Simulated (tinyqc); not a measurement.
Raman shift of the zone-centre optical phonon of a diamond-structure crystal under stress: one step, computed by the program tinyqc. Command: `OMP_NUM_THREADS=1 python tinyqc.py 3016442 3016443 out.jsonl ramanstress walk`. One thread of a shared host (Intel(R) Xeon(R) Processor @ 2.30GHz), about 0.01 s of CPU time with the checks.

Axes x, y, z are the cube axes. Strain shifts the threefold optical mode and can split it; p, q and r are the phonon deformation potentials.

Problem. Mean shift and Grueneisen parameter. gamma = -(p + 2q)/(6 omega_0^2); the mean of the three shifts is -gamma omega_0 x (volume strain).

Inputs (values chosen for the exercise, modelled on silicon): unstrained frequency omega_0 = 521.4 1/cm; p/omega_0^2 = -1.79; q/omega_0^2 = -2.31.

Stress state: uniaxial. Axis: [110].

volume strain = 1.402477 per mille

Give: mode Grueneisen parameter gamma; mean shift.

Solution.

mode Grueneisen parameter gamma = 1.068

mean shift = -0.7812 1/cm
